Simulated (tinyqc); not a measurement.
Worked calculation (part 1 of 3): UHF in the 6-311g basis, for H2, spin multiplicity 3. Computed by tinyqc, a small Python program that keeps every step (integrals from PySCF). Settings: charge = 0, multiplicity = 3, basis = 6-311g, energy threshold = 1e-08, iteration cap = 87, orthogonalisation = symmetric, start = Wolfsberg-Helmholz matrix, DIIS depth = 3, damping = 0.2, method = UHF. Command: `OMP_NUM_THREADS=1 python tinyqc.py 20219 20220 out.jsonl` (the two numbers bound the seeds that draw the settings). One thread of a shared host (Intel(R) Xeon(R) Processor @ 2.60GHz), about 0.08 s of CPU time with the checks. Later iterations appear only in the table of the cycle.

## One-electron integrals

Geometry (angstrom):
```
atom        x        y        z
H     0.00000  0.00000  0.00000
H     0.00000  0.00000  0.90800
```

Basis 6-311g: exponents (1/bohr^2) and contraction coefficients of normalised primitives:
```
element  l (shell)  exponent  coefficient
H            s (1)  33.86500      0.02549
H            s (1)   5.09479      0.19037
H            s (1)   1.15879      0.85216
H            s (2)   0.32584      1.00000
H            s (3)   0.10274      1.00000
```

Overlap, kinetic and nuclear-attraction integrals over the contracted functions; the nuclear repulsion is the sum of Za Zb / Rab.

nuclear repulsion = 0.5827943 hartree

overlap S, order 1H 1s, 1H 2s, 1H 3s, 2H 1s, 2H 2s, 2H 3s:
```
[[1.00000, 0.70638, 0.37366, 0.14604, 0.32970, 0.28261],
 [0.70638, 1.00000, 0.78896, 0.32970, 0.61899, 0.62687],
 [0.37366, 0.78896, 1.00000, 0.28261, 0.62687, 0.85964],
 [0.14604, 0.32970, 0.28261, 1.00000, 0.70638, 0.37366],
 [0.32970, 0.61899, 0.62687, 0.70638, 1.00000, 0.78896],
 [0.28261, 0.62687, 0.85964, 0.37366, 0.78896, 1.00000]]
```

kinetic energy T (hartree), order 1H 1s, 1H 2s, 1H 3s, 2H 1s, 2H 2s, 2H 3s:
```
[[2.30435, 0.54912, 0.10635, -0.06679, 0.12556, 0.06544],
 [0.54912, 0.48876, 0.18488, 0.12556, 0.20579, 0.12438],
 [0.10635, 0.18488, 0.15411, 0.06544, 0.12438, 0.11912],
 [-0.06679, 0.12556, 0.06544, 2.30435, 0.54912, 0.10635],
 [0.12556, 0.20579, 0.12438, 0.54912, 0.48876, 0.18488],
 [0.06544, 0.12438, 0.11912, 0.10635, 0.18488, 0.15411]]
```

nuclear attraction V (hartree), order 1H 1s, 1H 2s, 1H 3s, 2H 1s, 2H 2s, 2H 3s:
```
[[-2.69380, -1.47124, -0.73147, -0.33195, -0.69870, -0.56254],
 [-1.47124, -1.46449, -0.99105, -0.69870, -0.97061, -0.82351],
 [-0.73147, -0.99105, -0.93616, -0.56254, -0.82351, -0.83701],
 [-0.33195, -0.69870, -0.56254, -2.69380, -1.47124, -0.73147],
 [-0.69870, -0.97061, -0.82351, -1.47124, -1.46449, -0.99105],
 [-0.56254, -0.82351, -0.83701, -0.73147, -0.99105, -0.93616]]
```

core Hamiltonian H = T + V (hartree), order 1H 1s, 1H 2s, 1H 3s, 2H 1s, 2H 2s, 2H 3s:
```
[[-0.38945, -0.92212, -0.62513, -0.39873, -0.57314, -0.49710],
 [-0.92212, -0.97573, -0.80617, -0.57314, -0.76482, -0.69913],
 [-0.62513, -0.80617, -0.78204, -0.49710, -0.69913, -0.71788],
 [-0.39873, -0.57314, -0.49710, -0.38945, -0.92212, -0.62513],
 [-0.57314, -0.76482, -0.69913, -0.92212, -0.97573, -0.80617],
 [-0.49710, -0.69913, -0.71788, -0.62513, -0.80617, -0.78204]]
```

## Two-electron integrals

Functions are numbered as in S; the eight-fold symmetry (ij|kl) = (ji|kl) = (kl|ij) leaves the list below.

Two-electron integrals (ij|kl) in chemists' order, unique and non-zero (hartree):
```
(11|11) 1.39303   (21|11) 0.82297   (21|21) 0.50970   (22|11) 0.82290
(22|21) 0.54303   (22|22) 0.64411   (31|11) 0.41126   (31|21) 0.25776
(31|22) 0.27987   (31|31) 0.13079   (32|11) 0.54368   (32|21) 0.36577
(32|22) 0.45267   (32|31) 0.18980   (32|32) 0.32514   (33|11) 0.49402
(33|21) 0.34012   (33|22) 0.44599   (33|31) 0.17804   (33|32) 0.33178
(33|33) 0.36168   (41|11) 0.14352   (41|21) 0.09258   (41|22) 0.10468
(41|31) 0.04734   (41|32) 0.07191   (41|33) 0.06847   (41|41) 0.02611
(42|11) 0.22876   (42|21) 0.15586   (42|22) 0.19564   (42|31) 0.08115
(42|32) 0.14056   (42|33) 0.14241   (42|41) 0.04893   (42|42) 0.10971
(43|11) 0.17216   (43|21) 0.11873   (43|22) 0.15370   (43|31) 0.06211
(43|32) 0.11232   (43|33) 0.11696   (43|41) 0.03758   (43|42) 0.08938
(43|43) 0.07471   (44|11) 0.57970   (44|21) 0.40517   (44|22) 0.53770
(44|31) 0.21294   (44|32) 0.39606   (44|33) 0.41489   (44|41) 0.14352
(44|42) 0.36645   (44|43) 0.30921   (44|44) 1.39303   (51|11) 0.36645
(51|21) 0.22927   (51|22) 0.24816   (51|31) 0.11627   (51|32) 0.16810
(51|33) 0.15742   (51|41) 0.04893   (51|42) 0.08519   (51|43) 0.06501
(51|44) 0.22876   (51|51) 0.10971   (52|11) 0.44985   (52|21) 0.30135
(52|22) 0.36899   (52|31) 0.15612   (52|32) 0.26339   (52|33) 0.26584
(52|41) 0.07287   (52|42) 0.15038   (52|43) 0.12137   (52|44) 0.44985
(52|51) 0.15038   (52|52) 0.24679   (53|11) 0.35556   (53|21) 0.24323
(53|22) 0.31321   (53|31) 0.12699   (53|32) 0.23009   (53|33) 0.24424
(53|41) 0.06075   (53|42) 0.13533   (53|43) 0.11305   (53|44) 0.42305
(53|51) 0.12272   (53|52) 0.21886   (53|53) 0.20526   (54|11) 0.40517
(54|21) 0.28160   (54|22) 0.37095   (54|31) 0.14774   (54|32) 0.27334
(54|33) 0.28796   (54|41) 0.09258   (54|42) 0.22927   (54|43) 0.19403
(54|44) 0.82297   (54|51) 0.15586   (54|52) 0.30135   (54|53) 0.28516
(54|54) 0.50970   (55|11) 0.53770   (55|21) 0.37095   (55|22) 0.48605
(55|31) 0.19424   (55|32) 0.35991   (55|33) 0.38610   (55|41) 0.10468
(55|42) 0.24816   (55|43) 0.21108   (55|44) 0.82290   (55|51) 0.19564
(55|52) 0.36899   (55|53) 0.35449   (55|54) 0.54303   (55|55) 0.64411
(61|11) 0.30921   (61|21) 0.19403   (61|22) 0.21108   (61|31) 0.09849
(61|32) 0.14325   (61|33) 0.13450   (61|41) 0.03758   (61|42) 0.06501
(61|43) 0.04976   (61|44) 0.17216   (61|51) 0.08938   (61|52) 0.12137
(61|53) 0.09900   (61|54) 0.11873   (61|55) 0.15370   (61|61) 0.07471
(62|11) 0.42305   (62|21) 0.28516   (62|22) 0.35449   (62|31) 0.14808
(62|32) 0.25525   (62|33) 0.26157   (62|41) 0.06075   (62|42) 0.12272
(62|43) 0.09900   (62|44) 0.35556   (62|51) 0.13533   (62|52) 0.21886
(62|53) 0.19414   (62|54) 0.24323   (62|55) 0.31321   (62|61) 0.11305
(62|62) 0.20526   (63|11) 0.40552   (63|21) 0.27982   (63|22) 0.36919
(63|31) 0.14660   (63|32) 0.27578   (63|33) 0.30325   (63|41) 0.06159
(63|42) 0.13425   (63|43) 0.11219   (63|44) 0.40552   (63|51) 0.13425
(63|52) 0.23731   (63|53) 0.22454   (63|54) 0.27982   (63|55) 0.36919
(63|61) 0.11219   (63|62) 0.22454   (63|63) 0.26727   (64|11) 0.21294
(64|21) 0.14774   (64|22) 0.19424   (64|31) 0.07747   (64|32) 0.14320
(64|33) 0.15122   (64|41) 0.04734   (64|42) 0.11627   (64|43) 0.09849
(64|44) 0.41126   (64|51) 0.08115   (64|52) 0.15612   (64|53) 0.14808
(64|54) 0.25776   (64|55) 0.27987   (64|61) 0.06211   (64|62) 0.12699
(64|63) 0.14660   (64|64) 0.13079   (65|11) 0.39606   (65|21) 0.27334
(65|22) 0.35991   (65|31) 0.14320   (65|32) 0.26798   (65|33) 0.29160
(65|41) 0.07191   (65|42) 0.16810   (65|43) 0.14325   (65|44) 0.54368
(65|51) 0.14056   (65|52) 0.26339   (65|53) 0.25525   (65|54) 0.36577
(65|55) 0.45267   (65|61) 0.11232   (65|62) 0.23009   (65|63) 0.27578
(65|64) 0.18980   (65|65) 0.32514   (66|11) 0.41489   (66|21) 0.28796
(66|22) 0.38610   (66|31) 0.15122   (66|32) 0.29160   (66|33) 0.32830
(66|41) 0.06847   (66|42) 0.15742   (66|43) 0.13450   (66|44) 0.49402
(66|51) 0.14241   (66|52) 0.26584   (66|53) 0.26157   (66|54) 0.34012
(66|55) 0.44599   (66|61) 0.11696   (66|62) 0.24424   (66|63) 0.30325
(66|64) 0.17804   (66|65) 0.33178   (66|66) 0.36168
```

## Orthogonalisation

S = U s U^T; symmetric (Loewdin) form X = U s^(-1/2) U^T, so that X^T S X = 1.

eigenvalues of S: [0.04245, 0.13318, 0.24400, 0.77847, 1.08889, 3.71302]

X, order 1H 1s, 1H 2s, 1H 3s, 2H 1s, 2H 2s, 2H 3s:
```
[[1.37616, -0.75498, 0.21503, 0.03743, -0.00958, -0.03910],
 [-0.75498, 2.25875, -1.08428, -0.00958, -0.46166, 0.30740],
 [0.21503, -1.08428, 2.47960, -0.03910, 0.30740, -1.29769],
 [0.03743, -0.00958, -0.03910, 1.37616, -0.75498, 0.21503],
 [-0.00958, -0.46166, 0.30740, -0.75498, 2.25875, -1.08428],
 [-0.03910, 0.30740, -1.29769, 0.21503, -1.08428, 2.47960]]
```

## Starting guess

The start is the generalised Wolfsberg-Helmholz matrix (K = 1.75) built on H; D(s) = C_occ C_occ^T for each spin.

D(alpha) at the start, order 1H 1s, 1H 2s, 1H 3s, 2H 1s, 2H 2s, 2H 3s:
```
[[0.25573, 0.17565, 0.06618, -0.23039, -0.26820, -0.11498],
 [0.17565, 0.37164, 0.17183, -0.26820, -0.03362, 0.00642],
 [0.06618, 0.17183, 0.08075, -0.11498, 0.00642, 0.01324],
 [-0.23039, -0.26820, -0.11498, 0.25573, 0.17565, 0.06618],
 [-0.26820, -0.03362, 0.00642, 0.17565, 0.37164, 0.17183],
 [-0.11498, 0.00642, 0.01324, 0.06618, 0.17183, 0.08075]]
```

D(beta) at the start, order 1H 1s, 1H 2s, 1H 3s, 2H 1s, 2H 2s, 2H 3s:
```
[[0.00000, 0.00000, 0.00000, 0.00000, 0.00000, 0.00000],
 [0.00000, 0.00000, 0.00000, 0.00000, 0.00000, 0.00000],
 [0.00000, 0.00000, 0.00000, 0.00000, 0.00000, 0.00000],
 [0.00000, 0.00000, 0.00000, 0.00000, 0.00000, 0.00000],
 [0.00000, 0.00000, 0.00000, 0.00000, 0.00000, 0.00000],
 [0.00000, 0.00000, 0.00000, 0.00000, 0.00000, 0.00000]]
```

## Iteration 1: building the Fock matrix

J_ij = sum D_kl (ij|kl) with D = D(alpha) + D(beta), K_ij = sum D_kl (ik|jl) for each spin; F = H + J - K(s); E = tr D H + tr D J / 2 - 0.5 sum_s tr D(s) K(s) + E_nn.

Coulomb J (hartree), order 1H 1s, 1H 2s, 1H 3s, 2H 1s, 2H 2s, 2H 3s:
```
[[1.41495, 0.92853, 0.47914, 0.20576, 0.44302, 0.36671],
 [0.92853, 1.12160, 0.80343, 0.44302, 0.72595, 0.65812],
 [0.47914, 0.80343, 0.82230, 0.36671, 0.65812, 0.72864],
 [0.20576, 0.44302, 0.36671, 1.41495, 0.92853, 0.47914],
 [0.44302, 0.72595, 0.65812, 0.92853, 1.12160, 0.80343],
 [0.36671, 0.65812, 0.72864, 0.47914, 0.80343, 0.82230]]
```

exchange K(alpha) (hartree), order 1H 1s, 1H 2s, 1H 3s, 2H 1s, 2H 2s, 2H 3s:
```
[[0.69155, 0.55943, 0.35571, -0.03875, 0.18663, 0.24324],
 [0.55943, 0.62494, 0.48327, 0.18663, 0.40512, 0.41095],
 [0.35571, 0.48327, 0.41809, 0.24324, 0.41095, 0.39246],
 [-0.03875, 0.18663, 0.24324, 0.69155, 0.55943, 0.35571],
 [0.18663, 0.40512, 0.41095, 0.55943, 0.62494, 0.48327],
 [0.24324, 0.41095, 0.39246, 0.35571, 0.48327, 0.41809]]
```

exchange K(beta) (hartree), order 1H 1s, 1H 2s, 1H 3s, 2H 1s, 2H 2s, 2H 3s:
```
[[0.00000, 0.00000, 0.00000, 0.00000, 0.00000, 0.00000],
 [0.00000, 0.00000, 0.00000, 0.00000, 0.00000, 0.00000],
 [0.00000, 0.00000, 0.00000, 0.00000, 0.00000, 0.00000],
 [0.00000, 0.00000, 0.00000, 0.00000, 0.00000, 0.00000],
 [0.00000, 0.00000, 0.00000, 0.00000, 0.00000, 0.00000],
 [0.00000, 0.00000, 0.00000, 0.00000, 0.00000, 0.00000]]
```

F(alpha) (hartree), order 1H 1s, 1H 2s, 1H 3s, 2H 1s, 2H 2s, 2H 3s:
```
[[0.33395, -0.55301, -0.50169, -0.15422, -0.31674, -0.37362],
 [-0.55301, -0.47906, -0.48600, -0.31674, -0.44398, -0.45196],
 [-0.50169, -0.48600, -0.37784, -0.37362, -0.45196, -0.38171],
 [-0.15422, -0.31674, -0.37362, 0.33395, -0.55301, -0.50169],
 [-0.31674, -0.44398, -0.45196, -0.55301, -0.47906, -0.48600],
 [-0.37362, -0.45196, -0.38171, -0.50169, -0.48600, -0.37784]]
```

F(beta) (hartree), order 1H 1s, 1H 2s, 1H 3s, 2H 1s, 2H 2s, 2H 3s:
```
[[1.02550, 0.00641, -0.14599, -0.19297, -0.13011, -0.13038],
 [0.00641, 0.14587, -0.00273, -0.13011, -0.03887, -0.04102],
 [-0.14599, -0.00273, 0.04025, -0.13038, -0.04102, 0.01075],
 [-0.19297, -0.13011, -0.13038, 1.02550, 0.00641, -0.14599],
 [-0.13011, -0.03887, -0.04102, 0.00641, 0.14587, -0.00273],
 [-0.13038, -0.04102, 0.01075, -0.14599, -0.00273, 0.04025]]
```

total energy of this density = -0.3608998 hartree

This density is the starting one.

## Iteration 1: diagonalisation and new density

Diagonalise F' = X^T F X, C = X C', fill 2 alpha and 0 beta electrons from the bottom; D(s) = C_occ C_occ^T; the new density keeps 0.2 of the old one (damping). Each column has its largest component positive (the first on a tie).

F' = X^T F X (alpha) (hartree):
```
[[1.37300, -1.25994, -0.01636, 0.12004, -0.05482, -0.08672],
 [-1.25994, 0.80216, -0.43785, -0.05482, -0.16724, -0.03955],
 [-0.01636, -0.43785, 0.14084, -0.08672, -0.03955, -0.15717],
 [0.12004, -0.05482, -0.08672, 1.37300, -1.25994, -0.01636],
 [-0.05482, -0.16724, -0.03955, -1.25994, 0.80216, -0.43785],
 [-0.08672, -0.03955, -0.15717, -0.01636, -0.43785, 0.14084]]
```

orbital energies (alpha) (hartree): [-0.64384, -0.23085, 0.29238, 0.37752, 2.37370, 2.46308]

coefficients C (alpha), order 1H 1s, 1H 2s, 1H 3s, 2H 1s, 2H 2s, 2H 3s:
```
[[0.15170, 0.23098, -0.07068, -0.10140, -1.06891, -1.13087],
 [0.29635, 0.61238, -0.77364, -1.12276, 1.81959, 1.23389],
 [0.17478, 0.62452, 0.86040, 2.51243, -1.19678, -0.49484],
 [0.15170, -0.23098, -0.07068, 0.10140, 1.06891, -1.13087],
 [0.29635, -0.61238, -0.77364, 1.12276, -1.81959, 1.23389],
 [0.17478, -0.62452, 0.86040, -2.51243, 1.19678, -0.49484]]
```

F' = X^T F X (beta) (hartree):
```
[[1.93005, -1.03458, 0.08098, -0.06064, -0.10489, -0.07207],
 [-1.03458, 1.11111, -0.29247, -0.10489, -0.11430, 0.03986],
 [0.08098, -0.29247, 0.24463, -0.07207, 0.03986, -0.08380],
 [-0.06064, -0.10489, -0.07207, 1.93005, -1.03458, 0.08098],
 [-0.10489, -0.11430, 0.03986, -1.03458, 1.11111, -0.29247],
 [-0.07207, 0.03986, -0.08380, 0.08098, -0.29247, 0.24463]]
```

orbital energies (beta) (hartree): [-0.02266, 0.19801, 0.38733, 0.69094, 2.65559, 2.66237]

coefficients C (beta), order 1H 1s, 1H 2s, 1H 3s, 2H 1s, 2H 2s, 2H 3s:
```
[[0.12503, 0.07375, 0.05967, -0.07866, -1.09296, -1.13476],
 [0.11690, -0.15584, 0.86845, -1.49116, 1.64276, 1.20039],
 [0.36565, 2.01422, -0.81565, 1.72040, -1.05723, -0.46552],
 [0.12503, -0.07375, 0.05967, 0.07866, 1.09296, -1.13476],
 [0.11690, 0.15584, 0.86845, 1.49116, -1.64276, 1.20039],
 [0.36565, -2.01422, -0.81565, -1.72040, 1.05723, -0.46552]]
```

D(alpha) after iteration 1, order 1H 1s, 1H 2s, 1H 3s, 2H 1s, 2H 2s, 2H 3s:
```
[[0.11224, 0.18426, 0.14985, -0.07035, -0.13083, -0.11719],
 [0.18426, 0.44459, 0.38175, -0.13083, -0.23647, -0.26323],
 [0.14985, 0.38175, 0.35261, -0.11719, -0.26323, -0.28493],
 [-0.07035, -0.13083, -0.11719, 0.11224, 0.18426, 0.14985],
 [-0.13083, -0.23647, -0.26323, 0.18426, 0.44459, 0.38175],
 [-0.11719, -0.26323, -0.28493, 0.14985, 0.38175, 0.35261]]
```

D(beta) after iteration 1, order 1H 1s, 1H 2s, 1H 3s, 2H 1s, 2H 2s, 2H 3s:
```
[[0.00000, 0.00000, 0.00000, 0.00000, 0.00000, 0.00000],
 [0.00000, 0.00000, 0.00000, 0.00000, 0.00000, 0.00000],
 [0.00000, 0.00000, 0.00000, 0.00000, 0.00000, 0.00000],
 [0.00000, 0.00000, 0.00000, 0.00000, 0.00000, 0.00000],
 [0.00000, 0.00000, 0.00000, 0.00000, 0.00000, 0.00000],
 [0.00000, 0.00000, 0.00000, 0.00000, 0.00000, 0.00000]]
```

## Iteration 2: building the Fock matrix

As before.

Coulomb J (hartree), order 1H 1s, 1H 2s, 1H 3s, 2H 1s, 2H 2s, 2H 3s:
```
[[1.36147, 0.89950, 0.46489, 0.19957, 0.42905, 0.35556],
 [0.89950, 1.09512, 0.78670, 0.42905, 0.70620, 0.64281],
 [0.46489, 0.78670, 0.80949, 0.35556, 0.64281, 0.71591],
 [0.19957, 0.42905, 0.35556, 1.36147, 0.89950, 0.46489],
 [0.42905, 0.70620, 0.64281, 0.89950, 1.09512, 0.78670],
 [0.35556, 0.64281, 0.71591, 0.46489, 0.78670, 0.80949]]
```

exchange K(alpha) (hartree), order 1H 1s, 1H 2s, 1H 3s, 2H 1s, 2H 2s, 2H 3s:
```
[[0.67621, 0.60629, 0.40232, 0.09628, 0.27009, 0.28745],
 [0.60629, 0.67027, 0.50422, 0.27009, 0.44018, 0.41761],
 [0.40232, 0.50422, 0.41546, 0.28745, 0.41761, 0.38004],
 [0.09628, 0.27009, 0.28745, 0.67621, 0.60629, 0.40232],
 [0.27009, 0.44018, 0.41761, 0.60629, 0.67027, 0.50422],
 [0.28745, 0.41761, 0.38004, 0.40232, 0.50422, 0.41546]]
```

exchange K(beta) (hartree), order 1H 1s, 1H 2s, 1H 3s, 2H 1s, 2H 2s, 2H 3s:
```
[[0.00000, 0.00000, 0.00000, 0.00000, 0.00000, 0.00000],
 [0.00000, 0.00000, 0.00000, 0.00000, 0.00000, 0.00000],
 [0.00000, 0.00000, 0.00000, 0.00000, 0.00000, 0.00000],
 [0.00000, 0.00000, 0.00000, 0.00000, 0.00000, 0.00000],
 [0.00000, 0.00000, 0.00000, 0.00000, 0.00000, 0.00000],
 [0.00000, 0.00000, 0.00000, 0.00000, 0.00000, 0.00000]]
```

F(alpha) (hartree), order 1H 1s, 1H 2s, 1H 3s, 2H 1s, 2H 2s, 2H 3s:
```
[[0.29582, -0.62891, -0.56256, -0.29544, -0.41418, -0.42898],
 [-0.62891, -0.55087, -0.52369, -0.41418, -0.49880, -0.47393],
 [-0.56256, -0.52369, -0.38801, -0.42898, -0.47393, -0.38201],
 [-0.29544, -0.41418, -0.42898, 0.29582, -0.62891, -0.56256],
 [-0.41418, -0.49880, -0.47393, -0.62891, -0.55087, -0.52369],
 [-0.42898, -0.47393, -0.38201, -0.56256, -0.52369, -0.38801]]
```

F(beta) (hartree), order 1H 1s, 1H 2s, 1H 3s, 2H 1s, 2H 2s, 2H 3s:
```
[[0.97202, -0.02261, -0.16024, -0.19916, -0.14409, -0.14153],
 [-0.02261, 0.11939, -0.01947, -0.14409, -0.05862, -0.05632],
 [-0.16024, -0.01947, 0.02745, -0.14153, -0.05632, -0.00197],
 [-0.19916, -0.14409, -0.14153, 0.97202, -0.02261, -0.16024],
 [-0.14409, -0.05862, -0.05632, -0.02261, 0.11939, -0.01947],
 [-0.14153, -0.05632, -0.00197, -0.16024, -0.01947, 0.02745]]
```

total energy of this density = -0.7078744 hartree

This density is a damped mixture and is not idempotent.

## Iteration 2: DIIS over 2 matrices

error matrix X^T (FDS - SDF) X (alpha):
```
[[0.00000, 0.01868, -0.03457, 0.00000, -0.18355, -0.12521],
 [-0.01868, 0.00000, 0.00577, 0.18355, 0.00000, 0.00800],
 [0.03457, -0.00577, 0.00000, 0.12521, -0.00800, 0.00000],
 [0.00000, -0.18355, -0.12521, 0.00000, 0.01868, -0.03457],
 [0.18355, 0.00000, 0.00800, -0.01868, 0.00000, 0.00577],
 [0.12521, -0.00800, 0.00000, 0.03457, -0.00577, 0.00000]]
```

B (overlaps of the stored error matrices):
```
[[1.6286462e+00, 5.6581721e-01],
 [5.6581721e-01, 2.0403765e-01]]
```

Minimise |sum c_i e_i|^2 with sum c_i = 1: solve [B -1; -1 0][c; lambda] = [0; -1] with B_ij = tr e_i^T e_j summed over both spins, and take F = sum c_i F_i.

DIIS coefficients: [-0.51605, 1.51605]

extrapolated F(alpha) (hartree), order 1H 1s, 1H 2s, 1H 3s, 2H 1s, 2H 2s, 2H 3s:
```
[[0.27614, -0.66807, -0.59398, -0.36831, -0.46447, -0.45755],
 [-0.66807, -0.58793, -0.54314, -0.46447, -0.52709, -0.48527],
 [-0.59398, -0.54314, -0.39326, -0.45755, -0.48527, -0.38217],
 [-0.36831, -0.46447, -0.45755, 0.27614, -0.66807, -0.59398],
 [-0.46447, -0.52709, -0.48527, -0.66807, -0.58793, -0.54314],
 [-0.45755, -0.48527, -0.38217, -0.59398, -0.54314, -0.39326]]
```

extrapolated F(beta) (hartree), order 1H 1s, 1H 2s, 1H 3s, 2H 1s, 2H 2s, 2H 3s:
```
[[0.94443, -0.03759, -0.16760, -0.20235, -0.15130, -0.14729],
 [-0.03759, 0.10573, -0.02810, -0.15130, -0.06881, -0.06422],
 [-0.16760, -0.02810, 0.02084, -0.14729, -0.06422, -0.00854],
 [-0.20235, -0.15130, -0.14729, 0.94443, -0.03759, -0.16760],
 [-0.15130, -0.06881, -0.06422, -0.03759, 0.10573, -0.02810],
 [-0.14729, -0.06422, -0.00854, -0.16760, -0.02810, 0.02084]]
```
